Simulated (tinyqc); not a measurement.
Single-photon avalanche diode, trigger probability and counting: one step of the calculation.

A multiplication layer of width W with the uniform field V/W; alpha = an exp(-bn/E) for electrons, beta = ap exp(-bp/E) for holes (local model, no dead space). a = alpha W, b = beta W. Electrons enter at x = 0, holes at x = W. P0 is the probability that an electron entering at 0 starts a lasting avalanche, PW the same for a hole entering at W.

Task. Detection, dark counts, afterpulses and dead-time loss. Pm is the mean trigger probability of pairs made evenly in the layer. PDP = eta P0; dark counts Gd Pm; avalanche charge Cd Vx/q; afterpulse probability pa (Cd Vx/q) exp(-td/tt) Pm; true rate n = nph PDP + dark counts; measured n/(1 + n td) (non-paralysable) or n exp(-n td) (paralysable); recharge time Rq Cd.

Values chosen for this exercise; ionisation coefficients close to those of indium phosphide:
- Vx = 6.4 V (excess bias)
- eta = 0.74 (probability that a photon makes a pair that enters the layer)
- Gd = 88 1/s (thermal generation rate in the layer)
- td = 50 ns (dead time)
- Cd = 13 fF (diode capacitance)
- Rq = 100 kohm (quench resistance)
- pa = 3.8e-8 (trapping probability per avalanche carrier)
- tt = 9.2 ns (trap release time)
- nph = 1.1e5 1/s (photon rate)

Constants: q = 1.602176634e-19 C. Results are converted to the units shown.

P0 = 0.80138968
Pm = 0.86445019

Wanted: PDP; dark counts; avalanche charge; afterpulse probability; true rate; measured, non-paralysable; measured, paralysable; recharge time.

Result.

PDP = 0.59303
dark counts = 76.072 1/s
avalanche charge = 5.1929e5 electrons
afterpulse probability = 0.0074412 %
true rate = 65309 1/s
measured, non-paralysable = 65097 1/s
measured, paralysable = 65096 1/s
recharge time = 1.3000 ns

Dead time hides 0.33 % of the events in the first model and 0.33 % in the second.

tinyqc, about 0.01 s, one thread, Intel Xeon 2.30GHz (shared host): `OMP_NUM_THREADS=1 python tinyqc.py 2630104 2630105 out.jsonl`
